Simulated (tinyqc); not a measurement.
Inside a calculation. Model: donor or exciton in a quantum well (variational effective-mass method). Computed by tinyqc, a small Python program that keeps every step. Command: `OMP_NUM_THREADS=1 python tinyqc.py 3013127 3013128 out.jsonl welldonor walk`. One thread of a shared host (Intel(R) Xeon(R) Processor @ 2.30GHz), about 0.03 s of CPU time with the checks. Intermediate numbers are printed to about 6 digits and carried at full precision; extremes and crossings named in words are read from the listed rows.

Electron and hole in their lowest subbands f(z) = cos(pi z/L); relative in-plane motion exp(-rho/lambda) (separable trial function), H = -nabla_rho^2 - 2/sqrt(rho^2 + (z_e - z_h)^2) in effective units. Mass and screening are the same in well and barrier; l = L/a* is the width in effective units. Bands are flat: no polarisation or applied field.

Inputs (values chosen for the exercise, for a model semiconductor):

| quantity | value | unit |
|---|---|---|
| electron mass m | 0.161 | m_0 |
| dielectric constant eps | 8.95 | - |
| well width L | 7 | nm |
| trial radius lambda | 0.45 | a* |
| in-plane hole mass m_h | 0.614 | m_0 |

Centre: exciton. Barriers: infinite.

Constants: Ry = 13.605693123 eV; a_0 = 0.529177210903 angstrom; hbar^2/(2 m_0) = 3.80998212 eV angstrom^2.

## Effective units

mu = m m_h/(m + m_h) takes the place of m; Ry* = Ry m/eps^2, a* = a_0 eps/m; l = L/a*.

mass used = 0.127554 m_0

Ry* = 21.6654 meV

a* = 3.71306 nm

l = 1.88524

## Binding at the trial radius

k = pi/l; f = cos(k z) inside and zero outside. Binding E_b(lambda) = -1/lambda^2 + (8/lambda^2) int_0^l P(z) g(z) dz, with P(z) = (2/l) [(1 - z/l)(1 + cos(2 pi z/l)/2) + (3/(4 pi)) sin(2 pi z/l)] the distribution of |z_e - z_h| and g(z) = int_z^infinity exp(-2 sqrt(r^2 - z^2)/lambda) dr = int_0^infinity exp(-2 rho/lambda) rho/sqrt(rho^2 + z^2) d rho; 40 Gauss-Legendre points in z and 40 in t with rho = lambda t/(1 - t).

int P dz = 1

int P g dz = 0.108413 a*

E_b(lambda) = -0.655277 Ry*

## Best radius

Golden-section search for the maximum over lambda from 0.3 to 4, 40 steps.

best lambda = 1.07120 a*

binding in Ry* = 1.59040

binding energy = 34.4567 meV

radius lambda a* = 3.97745 nm

Confinement changes the binding by a factor 1.590 against the bulk value (limits: 4 in two dimensions, 1 inside a wide well, which this separable form does not reach).

## Binding against well width

Each row maximises over lambda (golden section, 0.3 to 4).

Against width:

| L (nm) | lambda (a*) | binding (Ry*) | binding (meV) |
|---|---|---|---|
| 1.1 | 0.65800 | 2.95040 | 63.9217 |
| 2.1 | 0.75466 | 2.49921 | 54.1463 |
| 3.9 | 0.89040 | 2.02778 | 43.9327 |
| 7.0 | 1.07121 | 1.59040 | 34.4567 |
| 13.0 | 1.33748 | 1.17515 | 25.4601 |
| 22.0 | 1.64430 | 0.87884 | 19.0405 |

The binding is largest in the narrowest well, 2.950 Ry* at 1.1 nm, on the way to 4. In the widest well it is 0.879 Ry*; below the bulk value, a fault of the separable form. In the narrow rows the confinement energy passes real barrier heights: infinite walls and a parabolic band fail, and with real barriers the binding peaks and falls.

Checks made by the program: the two-dimensional limit, 4 Ry* (relative difference 3e-03); normalisation of P(z) (relative difference below 1e-10).
